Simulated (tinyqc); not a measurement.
Deep-level transient spectroscopy (DLTS) of one majority-carrier trap: one step, computed by the program tinyqc.

A filling pulse loads the traps in a one-sided junction; under reverse bias they empty at the rate e, and the capacitance relaxes as C(t) = C_0 - dC exp(-e t). The signal is S = [C(t_2) - C(t_1)]/dC.

Problem. Signal size and trap density. W = sqrt(2 eps eps_0 (V_b + V_r)/(e N)), C_0 = eps eps_0 area/W. The pulse goes to zero bias, W_0 = W(V_r = 0). Traps within lambda = sqrt(2 eps eps_0 (E_t - E_F)/(e^2 N)) of the depletion edge stay filled, with E_F = k_B T_p ln(N_b/N) from the band, N_b = 2 M (2 pi m k_B T_p/h^2)^(3/2) (dopants taken as fully ionised). dC = C_0 (N_t/2N) f, f = [(W - lambda)^2 - max(W_0 - lambda, 0)^2]/W^2. The simple estimate is 2 N dC/C_0.

Inputs (values chosen for the exercise, with mass and screening modelled on silicon):
```
quantity                    value   unit
density-of-states mass m    0.813    m_0
valleys M                       1      -
trap depth E_t              0.235     eV
temperature T                 111      K
doping N                  9.3e+15  cm^-3
trap density N_t          2.1e+14  cm^-3
dielectric constant eps      11.7      -
built-in voltage V_b         0.65      V
reverse bias V_r              3.2      V
diode area                 0.0007   cm^2
```

Carriers: holes. Extra term: none.

peak temperature T_p = 127.4238 K

Constants: eps_0 = 8.8541878128e-12 F/m; e = 1.602176634e-19 C; k_B = 8.617333262e-05 eV/K; m_0 = 9.1093837015e-31 kg; k_B = 1.380649e-23 J/K; h = 6.62607015e-34 J s.

Give: depletion width W; C_0; lambda; f; transient amplitude dC; simple estimate of N_t.

Solution.

depletion width W = 0.7317 micrometre

C_0 = 9.911 pF

lambda = 0.1518 micrometre

f = 0.5867

transient amplitude dC = 65.65 fF

simple estimate of N_t = 1.232e+14 cm^-3

The simple estimate finds 59 % of the traps.
